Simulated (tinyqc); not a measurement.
# Worked calculation: a chain with a side-coupled site and dephasing by Buettiker voltage probes

tinyqc, about 0.01 s, one thread, Intel Xeon 2.30GHz (shared host): `OMP_NUM_THREADS=1 python tinyqc.py 2700035 2700036 out.jsonl` Printed values are rounded.

Sites 1 to 2 form a chain with hopping -t, and site 3 hangs on site 2 by -ts. Lead L joins site 1 and lead R site 2, both semi-infinite chains with hopping -t and site energy 0. Every site carries a probe with self-energy -i Gamma_p/2 that draws no net current. Linear response at zero temperature: mu_L = 1, mu_R = 0 in units of the bias.

Parameters, values chosen for the exercise:
```
symbol          value  unit                                 meaning
t                   1    eV             hopping (matrix element -t)
U       [0, 0, -0.47]    eV                    site energies 1 to N
E               -0.47    eV                            Fermi energy
gp               0.36    eV                probe broadening Gamma_p
ts               0.68    eV  hopping from site 2 to the side site 3
```

Constants: q = 1.602176634e-19 C, h = 6.62607015e-34 J s. Results are converted to the units shown.

## Green function

Sigma = t^2 g(E), g(x) = (x - i sqrt(4 t^2 - x^2))/(2 t^2) for |x| < 2 t and (x - sign(x) sqrt(x^2 - 4 t^2))/(2 t^2) otherwise; Gamma = -2 Im Sigma; G = (E - H - Sigma_L - Sigma_R + i Gamma_p/2)^(-1).

Sigma = -0.2350000-0.9719954i eV
Gamma = 1.943991 eV

G (1/eV):
```
                     1                    2                   3
1  -0.105714-0.688144i   0.182419-0.039932i  0.150854+0.689138i
2   0.182419-0.039932i  -0.003133-0.219530i  0.829335-0.011836i
3   0.150854+0.689138i   0.829335-0.011836i  0.044713-2.422514i
```

## Transmissions between terminals

With Gamma the broadening by one lead, T_RL = Gamma^2 |G_(2,1)|^2, T_pL = Gamma Gamma_p |G_(p,1)|^2, T_pR = Gamma Gamma_p |G_(p,2)|^2, T_pq = Gamma_p^2 |G_(p,q)|^2 for p != q.

T_RL = 0.1317818

```
probe       T_pL       T_pR
1      0.3392228  0.0244042
2      0.0244042  0.0337343
3      0.3482865  0.4814429
```

T_pq:
```
            1           2           3
1  0.00000000  0.00451931  0.06449781
2  0.00451931  0.00000000  0.08915651
3  0.06449781  0.08915651  0.00000000
```

## Probe potentials and effective transmission

No current into probe p: W mu = T_pL with W_pp = T_pL + T_pR + sum_q T_pq and W_pq = -T_pq. Then T_eff = T_RL + sum_p T_pR mu_p, and the resistance is (h/2q^2)/T_eff.

W:
```
            1           2           3
1   0.4326441  -0.0045193  -0.0644978
2  -0.0045193   0.1518143  -0.0891565
3  -0.0644978  -0.0891565   0.9833837
```

mu_p, probe 1 to 3: [0.8560506, 0.4512275, 0.4512275]
T_eff = 0.3851352
resistance = 33.51136 kohm

Without probes the transmission is 0. With them, 34.2 % of the current crosses without entering a probe.

## Current at both leads

In units of (2 q^2/h) times the bias, T_RL + sum_p T_pL (1 - mu_p) leaves L and T_RL + sum_p T_pR mu_p enters R.

current leaving L = 0.3851352
current entering R = 0.3851352

The two are equal: the probes conserve the current.
